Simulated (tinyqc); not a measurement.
From a target level to the width: finite square well with mass mismatch (envelope functions). Three cases, with inputs chosen for the exercise.

Problem. Which width L gives the lowest level below?

A square well of width L and depth V0, mass mw inside and mb outside, energies from the bottom of the well, c = hbar^2/2m0. k = sqrt(mw E/c), kappa = sqrt(mb (V0 - E)/c). psi and psi'/m are continuous at the walls (BenDaniel-Duke), so level n solves k L + 2 atan[(k/mw)/(kappa/mb)] = n pi.

Constants: hbar^2/2m0 = 3.80998211 eV angstrom^2.

Find: k; kappa; the arctangent; L.

Method. E1 fixes k and kappa, so L = (pi - 2 atan[(k/mw)/(kappa/mb)])/k.

Case 1.

Values chosen (out of a larger set: near those of a GaAs well in AlGaAs; not measured data): V0 = 0.227 eV (barrier height); mw = 0.0652 m0 (mass in the well); mb = 0.0902 m0 (mass in the barrier).

E1 = 0.009316 eV

Solution.

k = 0.01263 1/angstrom
kappa = 0.07179 1/angstrom
the arctangent = 0.2387 rad
L = 211 angstrom

Case 2.

Values chosen (out of a larger set: near those of a non-polar GaN well in AlGaN; not measured data): V0 = 0.54 eV (barrier height); mw = 0.199 m0 (mass in the well); mb = 0.243 m0 (mass in the barrier).

E1 = 0.024840 eV

Solution.

k = 0.03602 1/angstrom
kappa = 0.18126 1/angstrom
the arctangent = 0.2381 rad
L = 74 angstrom

Case 3.

Values chosen (out of a larger set: near those of the light valleys of a Si film in SiO2; not measured data): V0 = 3.072 eV (barrier height); mw = 0.187 m0 (mass in the well); mb = 0.485 m0 (mass in the barrier).

E1 = 0.034576 eV

Solution.

k = 0.04120 1/angstrom
kappa = 0.62182 1/angstrom
the arctangent = 0.1702 rad
L = 68 angstrom

Computed by tinyqc, one run a case: `OMP_NUM_THREADS=1 python tinyqc.py N N+1 out.jsonl` with N = 1282634, 1282636, 1282680; one thread of a shared Intel(R) Xeon(R) Processor @ 2.30GHz, about 0.01 s a run at most.
